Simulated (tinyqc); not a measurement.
# Surface Green function of a square-lattice strip three rows wide, Sancho-Rubio decimation: effect of the broadening

A semi-infinite lead of cells 0, 1, 2, ... with H0 inside a cell and H1 = <cell i|H|cell i + 1>. A cell is one column of three sites. z = E + i eta.

Start with e_s = e = H0, a = H1, b = H1^dagger. Each round: g = (z - e)^(-1); e_s <- e_s + a g b; e <- e + a g b + b g a; a <- a g a; b <- b g b (all with the old a, b). Round k joins cells 2^k apart. Stop when the largest entry of the matrices a and b is below 1e-12 eV; g_s = (z - e_s)^(-1), bulk (z - e)^(-1), density of states -Im Tr/pi. The last column counts the steps of the plain recursion g <- (z - H0 - H1 g H1^dagger)^(-1), one cell a step from g = (z - H0)^(-1), until no entry changes by more than 1e-8 1/eV.

Inputs (values chosen for the exercise):
- E = 0.05 eV (energy)

H0 (eV):

|  | 1 | 2 | 3 |
|---|---|---|---|
| 1 | -0.75 | -1.16 | 0 |
| 2 | -1.16 | -0.45 | -1.16 |
| 3 | 0 | -1.16 | -0.81 |

H1 (eV):

|  | 1 | 2 | 3 |
|---|---|---|---|
| 1 | -2.4 | 0 | 0 |
| 2 | 0 | -2.4 | 0 |
| 3 | 0 | 0 | -2.4 |

Effect of the broadening:

| eta (eV) | rounds | surface density of states (1/eV) | plain steps |
|---|---|---|---|
| 0.7 | 8 | 0.3236 | 62 |
| 0.2 | 10 | 0.3605 | 216 |
| 0.1 | 11 | 0.3685 | 434 |
| 0.05 | 12 | 0.3725 | 864 |
| 0.02 | 13 | 0.3750 | 2174 |
| 0.01 | 14 | 0.3758 | 4326 |

The rounds go from 8 to 14 and the plain steps from 62 to 4326. Inside a band the plain recursion needs a number of steps that grows as 1/eta, the decimation only as log2(1/eta). The density of states tends to 0.3766 1/eV as eta goes to zero; the first row is 14 % below that and the last 0.22 % below it.

Numbers from tinyqc (`OMP_NUM_THREADS=1 python tinyqc.py 2680107 2680108 out.jsonl`; about 0.1 s on one thread of a shared Intel Xeon 2.30GHz).
